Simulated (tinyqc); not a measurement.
Domain walls in a thin film with perpendicular anisotropy: Bloch, Neel and chiral walls, motion and stripe domains: one step, computed by the program tinyqc.

One-dimensional wall: polar angle theta(x), azimuth phi of the moment in the wall (phi = 0 Neel, 90 degrees Bloch). mu_0 = 1.25663706212e-6 T m/A, gamma = 1.76085963023e11 rad/(s T).

Task: Stripe domains. Dipolar length l = sigma/(mu_0 M_s^2); for t much smaller than the period the domain width is w = 0.955 t exp(pi l/t) (Kaplan and Gehring), given as log10 of w in nm.

Inputs (values chosen for the exercise, for a model film): saturation magnetisation M_s = 638 kA/m; thickness t = 0.61 nm.

wall energy sigma = 9.803362 mJ/m^2

Give: dipolar length l; log10 of the domain width in nm.

Result:

dipolar length l = 19.17 nm

log10 of the domain width in nm = 42.63

Domains would exceed a millimetre: any device is a single domain in equilibrium.
